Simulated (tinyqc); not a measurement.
What each parameter does: deformation-potential model of the Delta valleys of a conduction band.

Valleys with axes along x, y and z, each a pair at +k and -k. Herring-Vogt shift of a valley with unit axis a: dE = Xd tr(e) + Xu a.e.a. Non-degenerate shares n_i = exp(-dE_i/kT)/sum_j exp(-dE_j/kT). Inverse mass tensor of a valley: (1 - a a)/mt + a a/ml; the masses are taken as independent of strain.

s11 = (C11 + C12)/((C11 - C12)(C11 + 2 C12)), s12 = -C12/((C11 - C12)(C11 + 2 C12)), s44 = 1/C44; exx = s11 sxx + s12 (syy + szz) and cyclic, exy = s44 sxy/2; tension is positive. A uniaxial stress X along the unit vector n is s_ij = X n_i n_j.

Constants: kB = 8.617333262e-05 eV/K.

Values chosen for the exercise (near those of Si; shifted at random, so the results belong to these values and not to a real crystal): ml = 0.894 m0 (longitudinal mass); mt = 0.189 m0 (transverse mass); Xd = 1.07 eV (dilation potential); Xu = 8.67 eV (uniaxial potential); C11 = 156.8 GPa; C12 = 60.1 GPa; C44 = 76.9 GPa; load = uniaxial [100] (kind of stress); X = -1.88 GPa (stress); T = 300 K (temperature).

Spread of the valley edges, lowest edge, largest share and m_c along [110].

Results for these values:
```
case  spread (meV)  lowest edge (meV)  largest share  m_c (m0)
base        168.56            -139.25         0.9971    0.3117
```

What happens to each result for C12 = 48.08 GPa, all else kept?

Answer: spread falls from 168.56 to 149.92; lowest edge rises from -139.25 to -129.38; largest share falls from 0.9971 to 0.9940; m_c falls from 0.3117 to 0.3114.

The same for each parameter in turn:
```
case              spread (meV)  lowest edge (meV)  largest share  m_c (m0)
base                    168.56            -139.25         0.9971    0.3117
ml = 0.715 m0           168.56            -139.25         0.9971    0.2987
mt = 0.227 m0           168.56            -139.25         0.9971    0.3617
Xd = 0.856 eV           168.56            -137.80         0.9971    0.3117
Xu = 10.404 eV          202.27            -165.65         0.9992    0.3120
C11 = 188.16 GPa        127.28            -109.00         0.9857    0.3106
C12 = 48.08 GPa         149.92            -129.38         0.9940    0.3114
C44 = 92.28 GPa         168.56            -139.25         0.9971    0.3117
X = -1.504 GPa          134.85            -111.40         0.9893    0.3109
T = 240 K               168.56            -139.25         0.9994    0.3120
```

Xd moves all valleys together, so it shifts the edge and nothing else.

tinyqc: `OMP_NUM_THREADS=1 python tinyqc.py 1080343 1080344 out.jsonl`; about 0.02 s, one thread, shared Intel(R) Xeon(R) Processor @ 2.30GHz.
